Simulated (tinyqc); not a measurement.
Quasi-harmonic thermal expansion with mode Grueneisen parameters: one step, computed by the program tinyqc. Command: `OMP_NUM_THREADS=1 python tinyqc.py 3017505 3017506 out.jsonl qha walk`. One thread of a shared host (Intel(R) Xeon(R) Processor @ 2.30GHz), about 0.02 s of CPU time with the checks.

A crystal with two atoms a cell; per atom there are 1 transverse acoustic (TA), 1/2 longitudinal acoustic (LA) and 3/2 optical (O) modes. Every frequency of group i scales as nu_i (V/V0)^(-gamma_i). Each group has one frequency. Static energy: E = (9 V0 B0/16) [y^3 B' + y^2 (2 - 4 y)], y = (V0/V)^(2/3) - 1, with pressure P_s = (3 B0/2) (z^7 - z^5) [1 + (3/4)(B' - 4)(z^2 - 1)], z = (V0/V)^(1/3).

Task: Properties at the equilibrium volume. For a mode with x = h nu/(k_B T), n = 1/(exp(x) - 1): U = h nu (n + 1/2), C/k_B = x^2 n (n + 1); U_i and C_i sum these over group i with its weight per atom. Phonon pressure P_ph = sum_i gamma_i U_i/V. B_T = -V d(P_s + P_ph)/dV at fixed T (central difference, step 1e-4 V); alpha_V = sum gamma_i C_i k_B/(B_T V), all at V(T); the linear coefficient is alpha_L = alpha_V/3. C_P - C_V = alpha_V^2 B_T V T; the optical frequency is nu_O (V/V0)^(-gamma_O).

Inputs (values chosen for the exercise, modelled on cadmium telluride):
```
quantity                       value             unit
static volume V0                  34  angstrom^3/atom
static bulk modulus B0          42.1              GPa
static B'                       4.94                -
frequency nu_TA                 1.15              THz
frequency nu_LA                 3.44              THz
frequency nu_O                  4.38              THz
Grueneisen parameter gamma_TA   -1.5                -
Grueneisen parameter gamma_LA    1.2                -
Grueneisen parameter gamma_O     1.6                -
temperature T                     50                K
```

Acoustic groups: Einstein.

volume V(T) = 34.07569 angstrom^3/atom

Constants: h x 1 THz = 4.135667696 meV; k_B = 8.617333262e-05 eV/K; 1 eV/angstrom^3 = 160.2176634 GPa.

Give: volume change from V0; isothermal bulk modulus B_T; linear expansion coefficient; C_V; C_P - C_V; optical frequency at V(T).

Result:

volume change from V0 = 0.2226 %

isothermal bulk modulus B_T = 41.91 GPa

linear expansion coefficient = -1.407 ppm/K

C_V = 1.532 k_B/atom

C_P - C_V = 9.220e-05 k_B/atom

optical frequency at V(T) = 4.364 THz
